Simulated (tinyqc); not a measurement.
Planar ballistic transistor, top-of-the-barrier model: one step of the calculation.

At the top of the source barrier, states moving towards the drain are filled by the source (Fermi level 0) and states moving back by the drain (Fermi level -q Vd); nothing scatters. U is the shift of the band edge there, set by the capacitances CG, CD and CS (the total) and by the charge. Parabolic two-dimensional band; the source is grounded.

Task. Current, mean velocity and share of the gate voltage. N0 = gv m kB T/(pi hbar^2), CG = eps0 eox/tox, vT = sqrt(2 kB T/(pi m)), CS = CG/aG, n0 = n at U = 0 and Vd = 0. eta1 = -(E0 + U)/Vt, eta2 = eta1 - Vd/Vt, n = (N0/2)[F_0(eta1) + F_0(eta2)], F_0(x) = ln(1 + exp x). I = q (N0/2) vT [F_(1/2)(eta1) - F_(1/2)(eta2)] per width, F_(1/2)(x) = (2/sqrt(pi)) int_0^infinity u^(1/2)/(1 + exp(u - x)) du. Mean velocity I/(q n). CQ = (q/Vt) dn/d(eta1); the band edge follows the gate as -dU/dVg = aG/(1 + CQ/CS).

Values chosen for this exercise; mass and valleys made up: temperature T = 77 K; effective mass m = 0.0663 m0; valley degeneracy gv = 4; relative permittivity of the gate insulator eox = 7.5; insulator thickness tox = 3.2 nm; gate control CG/CS aG = 0.8; band edge at the barrier top above the source Fermi level at zero bias E0 = 0.32 eV; drain voltage Vd = 0.05 V.

Constants: q = 1.602176634e-19 C, kB = 1.380649e-23 J/K, hbar = 1.054571817e-34 J s, m0 = 9.1093837015e-31 kg, Vt = kB T/q, eps0 = 8.8541878128e-14 F/cm where lengths are in cm. Results are converted to the units shown.

converged U = -0.38263447 eV

Wanted: eta1; n; I; mean velocity; CQ; -dU/dVg.

Result.

eta1 = 9.440
n = 4.220e12 cm^-2
I = 1212 uA/um
mean velocity = 1.792e7 cm/s
CQ = 16.60 uF/cm^2
-dU/dVg = 0.1081 eV/V

The carriers from the source are degenerate (eta1 = 9.44), and the mean velocity is 1.69 times vT = sqrt(2 kB T/(pi m)) = 1.06e7 cm/s. The drain fills a good part of the returning states, which lowers the mean.

Numbers from tinyqc (`OMP_NUM_THREADS=1 python tinyqc.py 2400012 2400013 out.jsonl`; about 0.01 s on one thread of a shared Intel Xeon 2.30GHz).
